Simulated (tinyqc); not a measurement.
# A barrier in a uniform field, exact transmission by Airy functions: what changes with what

The left lead has its band edge at 0, the barrier edge falls as U(x) = U0 - F x with F = V/d for 0 < x < d, and the right lead has its edge at -V. No transverse momentum; C = hbar^2/(2 m0); psi and psi'/m are continuous. M carries (psi, psi'/m) across the barrier.

Values chosen for this exercise; masses and offsets close to those of InGaAs wells and AlAs barriers; the mass of the right lead is set freely: mass in the left lead mL = 0.04 m0; barrier edge at x = 0 U0 = 1.2 eV; mass in the barrier m1 = 0.15 m0; electron energy E = 0.264 eV; barrier width d = 2.3 nm; voltage across the barrier V = 1.2 V; mass in the right lead mR = 0.053 m0.

Constants: q = 1.602176634e-19 C, hbar = 1.054571817e-34 J s, m0 = 9.1093837015e-31 kg, hbar^2/(2 m0) = 0.0380998212 eV nm^2. Results are converted to the units shown.

Each table varies one quantity; the others keep the values above.

## Effect of the width at fixed voltage

Energy scale e = (C F^2/m1)^(1/3), z(x) = (U(x) - E)/e, s = (dz/dx)/m1 = -F/(e m1); v = k/m in a lead. With a = Ai, a' = Ai', b = Bi, b' = Bi' at z1 (left edge) and z2 (right edge): M11 = pi (a2 b1' - b2 a1'), M12 = (pi/s)(b2 a1 - a2 b1), M21 = pi s (a2' b1' - b2' a1'), M22 = pi (b2' a1 - a2' b1). With M acting on (psi, psi'/m) and v = k/m in each lead, T(E) = 4 vL vR/[(vL vR M12 - M21)^2 + (vR M11 + vL M22)^2]. WKB: exp(-S), S = (4/(3 F)) sqrt(m1/C) [max(U0 - E, 0)^1.5 - max(U0 - F d - E, 0)^1.5].

Results:

| d (nm) | T(E), exact | exp(-S) | ratio |
|---|---|---|---|
| 1.1 | 0.12760 | 0.11124 | 1.1471 |
| 1.5 | 0.049955 | 0.050054 | 0.99803 |
| 1.9 | 0.019821 | 0.022523 | 0.88005 |
| 2.2 | 0.010024 | 0.012374 | 0.81008 |
| 3 | 0.0017021 | 0.0025054 | 0.67936 |
| 3.3 | 8.8839e-4 | 0.0013765 | 0.64541 |
| 3.7 | 3.7738e-4 | 6.1937e-4 | 0.60930 |

Estimate the missing row, d = 2.6 nm.

Computed row:

| d (nm) | T(E), exact | exp(-S) | ratio |
|---|---|---|---|
| 2.6 | 0.0040990 | 0.0055679 | 0.73618 |

With this row back in the table: The exact T(E) falls from 0.128 to 3.77e-4, on average 0.973 decades a nanometre; WKB loses 0.867, the same in every interval because S is proportional to d at fixed V. The ratio lies between 0.609 and 1.15. In every row electrons enter the light-mass collector with more than 1 eV, far outside a parabolic band. In 1 of the 8 rows the field exceeds 10 MV/cm (up to 10.9), more than most dielectrics sustain; the model ignores breakdown.

## Effect of the emitter mass

Same model as above.

The same in every row: exp(-S) = 0.010135.

Result of one run:

| mL (m0) | vL (1/nm) | T(E), exact | ratio |
|---|---|---|---|
| 0.08 | 9.3067 | 0.0078670 | 0.77625 |

What becomes of these results when the mass in the left lead mL is changed from 0.08 to 0.12 m0, all else the same?

Result of the changed run:

| mL (m0) | vL (1/nm) | T(E), exact | ratio |
|---|---|---|---|
| 0.12 | 7.5989 | 0.0073850 | 0.72869 |

The whole series:

| mL (m0) | vL (1/nm) | T(E), exact | ratio |
|---|---|---|---|
| 0.034 | 14.276 | 0.0078992 | 0.77943 |
| 0.052 | 11.544 | 0.0080635 | 0.79564 |
| 0.08 | 9.3067 | 0.0078670 | 0.77625 |
| 0.12 | 7.5989 | 0.0073850 | 0.72869 |
| 0.19 | 6.0390 | 0.0065977 | 0.65101 |
| 0.28 | 4.9746 | 0.0058347 | 0.57573 |
| 0.43 | 4.0143 | 0.0049786 | 0.49125 |
| 0.65 | 3.2650 | 0.0042021 | 0.41463 |

WKB does not see the lead: exp(-S) stays at 0.0101. The ratio of exact to WKB goes from 0.779 through a maximum of 0.796 (at mL = 0.052 m0 among the rows listed) to 0.415; K/m1 at the left edge is 12.8 1/nm, and vL passes from 14.3 to 3.27 1/nm. The match at the entrance is best where vL is near K/m1. In every row electrons enter the light-mass collector with more than 1 eV, far outside a parabolic band.

Range of the model: Masses are held fixed, although real bands cease to be parabolic a few tenths of an eV from their edges.

Program tinyqc, `OMP_NUM_THREADS=1 python tinyqc.py 2580017 2580018 out.jsonl`; Intel Xeon 2.30GHz, shared host, one thread, about 0.01 s.
